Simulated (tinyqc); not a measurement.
Comparisons within one model: cyclotron resonance of ellipsoidal valleys, Si type. A value that a table varies takes the place of the one given here.

Valleys along [100], [010], [001] (each with its opposite partner), mass ml along the axis and mt across it. B lies in the (1-10) plane, b = (sin(theta)/sqrt2, sin(theta)/sqrt2, cos(theta)). For the angle phi between B and the axis, 1/mc^2 = cos^2(phi)/mt^2 + sin^2(phi)/(mt ml). Resonance: h nu = 2 muB B/mc, h = 2 pi hbar.

Constants: hbar = 6.58211957e-16 eV s; muB = 5.788381798e-05 eV/T.

Inputs chosen for the exercise (near those of Si; not measured data): ml = 0.895 m0 (longitudinal mass); mt = 0.194 m0 (transverse mass); ths = (0, 15, 30, 45, 60, 75, 90) degrees (angles); g1 = 4.28 (Luttinger gamma1); g2 = 0.34 (gamma2); g3 = 1.45 (gamma3); theta = 74 degrees (angle of B from [001] towards [110]); nu = 24 GHz (microwave frequency).

## Rotating the field

mc against theta; [100] and [010] stay equal in this plane.

Cyclotron masses (m0):

| theta (degrees) | [100] | [001] |
|---|---|---|
| 0 | 0.4167 | 0.1940 |
| 15 | 0.3936 | 0.1993 |
| 30 | 0.3458 | 0.2163 |
| 45 | 0.3020 | 0.2487 |
| 60 | 0.2715 | 0.3020 |
| 75 | 0.2543 | 0.3739 |
| 90 | 0.2487 | 0.4167 |

What does this show, and why?

All valleys give one line at theta = 54.7 degrees, B along [111], with mc = 0.2806. The [001] pair goes from mt to sqrt(ml mt), a factor 2.15; the other four only fall from sqrt(ml mt) to 0.2487, since their angle to B never drops below 45 degrees.

## Heavy and light holes (cyclotron masses of warped hole bands)

E = c k^2 f(n) with f = g1 -/+ 2 sqrt(g2^2 + 3 (g3^2 - g2^2)(nx^2 ny^2 + ny^2 nz^2 + nz^2 nx^2)). For the orbit through k = 0 perpendicular to b = (sin(theta)/sqrt2, sin(theta)/sqrt2, cos(theta)), mc is the mean of 1/f over the directions n in that plane (180 evenly spaced angles). Quantum effects of the lowest levels are left out.

Cyclotron masses (m0):

| theta (degrees) | heavy | light |
|---|---|---|
| 0 | 0.4194 | 0.1679 |
| 15 | 0.4480 | 0.1621 |
| 30 | 0.5131 | 0.1532 |
| 45 | 0.5644 | 0.1478 |
| 60 | 0.5712 | 0.1470 |
| 75 | 0.5579 | 0.1506 |
| 90 | 0.5495 | 0.1544 |

How do the results move?

The heavy mass varies by 36 % over the table, with its largest listed value at 60 degrees ([111] lies at 54.7) and its smallest at 0; the light mass varies by 14.2 %. The warping term enters both with the same size, but it is set against a small inverse mass in one and a large one in the other (along [111], g1 - 2 g3 = 1.38 and g1 + 2 g3 = 7.18).

## What each parameter does

Resonance fields B = h nu mc/(2 muB) of the valleys [100] and [001]. Each row changes one parameter from the base and keeps the others.

Results:

| case | [100] (T) | [001] (T) |
|---|---|---|
| base | 0.2187 | 0.3165 |
| ml = 1.029 m0 | 0.2216 | 0.3325 |
| mt = 0.213 m0 | 0.2377 | 0.3357 |
| theta = 70 degrees | 0.2218 | 0.2995 |
| nu = 26.4 GHz | 0.2405 | 0.3481 |

How do the results move?

The largest shifts from the base row, up to three for each result and ties (the steps differ in size, so this ranks the rows, not the parameters). [100] (T): nu +0.0219, mt +0.0191, theta +0.0031. [001] (T): nu +0.0316, mt +0.0193, theta -0.0169.

(tinyqc, `OMP_NUM_THREADS=1 python tinyqc.py 1281339 1281340 out.jsonl`, Intel(R) Xeon(R) Processor @ 2.30GHz, 1 thread, shared host, about 0.01 s.)
